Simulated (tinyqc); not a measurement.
Gated two-dimensional channel with two bands, quantum capacitance: one step of the calculation.

phi is the Fermi level above the lowest band edge, in volts; Vg is counted from the gate voltage at which an empty channel would have phi = 0. The channel has no thickness; trap charge is -q Dit phi.

Problem. Charge and capacitances at the solution. D1 = gv md m0 q/(pi hbar^2), D2 = g2 m2 m0 q/(pi hbar^2) per eV; n1 = D1 Vt ln(1 + exp(phi/Vt)), n2 = D2 Vt ln(1 + exp((phi - E2)/Vt)), n = n1 + n2; Cq = q dn/dphi = q [D1/(1 + exp(-phi/Vt)) + D2/(1 + exp((E2 - phi)/Vt))]. 1/C_G = 1/Cox + 1/(Cq + q Dit); dphi/dVg = Cox/(Cox + Cq + q Dit).

Values chosen for this exercise; lowest band close to that of a thin InAs body: temperature T = 300 K; in-plane mass md = 0.0351 m0; valley degeneracy gv = 1; in-plane mass of a second band, chosen freely m2 = 0.082 m0; valley degeneracy of that band, chosen freely g2 = 6; second band edge above the first E2 = 0.14 eV; density of traps Dit = 1.4e11 cm^-2 eV^-1.

Constants: q = 1.602176634e-19 C, kB = 1.380649e-23 J/K, hbar = 1.054571817e-34 J s, m0 = 9.1093837015e-31 kg, Vt = kB T/q. Results are converted to the units shown.

converged phi = 0.059321032 V
Cox = 0.67708495 uF/cm^2

Find: n; Cq; C_G; dphi/dVg.

Solution.

n = 1.1356e12 cm^-2
Cq = 3.5255 uF/cm^2
C_G = 0.56858 uF/cm^2
dphi/dVg = 0.16025

C_G is 84.0 % of Cox; 18.0 % of the gate voltage has gone into phi.

Program tinyqc, `OMP_NUM_THREADS=1 python tinyqc.py 2200023 2200024 out.jsonl`; Intel Xeon 2.30GHz, shared host, one thread, about 0.01 s.
